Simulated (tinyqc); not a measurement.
Short-channel transistor, virtual-source model with series resistance: one step of the calculation.

The current per gate width is the charge at the top of the source barrier (the virtual source) times its velocity times a saturation function; al and be are fitting constants of the model. Units: I in uA/um, Rs in ohm um, so I Rs = 1e-6 I Rs in volts; Q in uC/cm^2, so I = 1e-4 Q vx0 Fsat with vx0 in cm/s.

Task. Current through the series resistance. Intrinsic voltages Vg' = Vgs - I Rs, Vd' = Vds - 2 I Rs. n = n0 + nd Vd', VT = VT0 - dl Vd', Ff = 1/(1 + exp((Vg' - VT + al Vt/2)/(al Vt))), Q = Cinv n Vt ln(1 + exp((Vg' - VT + al Vt Ff)/(n Vt))), Vdsat = (vx0 L/mu)(1 - Ff) + Vt Ff, Fsat = u/(1 + u^be)^(1/be) with u = Vd'/Vdsat, and I(out) = Q vx0 Fsat per width. (Fsat takes the sign of u.) Newton step: I(new) = I + (I(out) - I)/(1 - s), s = dI(out)/dI by a central difference with +/- 0.001 uA/um.

Values chosen for this exercise:

| symbol | value | unit | meaning |
|---|---|---|---|
| T | 273 | K | temperature |
| Cinv | 1.37 | uF/cm^2 | inversion capacitance |
| vx0 | 1.69e7 | cm/s | velocity at the virtual source |
| mu | 180 | cm^2/(V s) | apparent mobility |
| L | 16 | nm | channel length |
| VT0 | 0.31 | V | threshold at zero drain voltage |
| dl | 0.036 | V/V | drain-induced barrier lowering |
| n0 | 1.56 |  | subthreshold factor |
| nd | 0.2 | 1/V | growth of n with drain voltage |
| al | 3.5 |  | threshold shift (in units of Vt) from weak to strong inversion |
| be | 1.6 |  | sharpness of saturation |
| Rs | 30 | ohm um | series resistance of each contact |
| Vgs | 0.5 | V | gate voltage |
| Vds | 0.5 | V | drain voltage |

Constants: q = 1.602176634e-19 C, kB = 1.380649e-23 J/K, Vt = kB T/q. Results are converted to the units shown.

I at the start = 0 uA/um

Wanted: Vg'; Vd'; VT; Ff; Q; Vdsat; Fsat; I(out); s; I after iteration 1.

Result.

Vg' = 0.5000 V
Vd' = 0.5000 V
VT = 0.2920 V
Ff = 0.04626
Q = 0.2904 uC/cm^2
Vdsat = 0.1444 V
Fsat = 0.9229
I(out) = 452.9 uA/um
s = -0.07114
I after iteration 1 = 422.9 uA/um

tinyqc, about 0.01 s, one thread, Intel Xeon 2.30GHz (shared host): `OMP_NUM_THREADS=1 python tinyqc.py 2380008 2380009 out.jsonl`
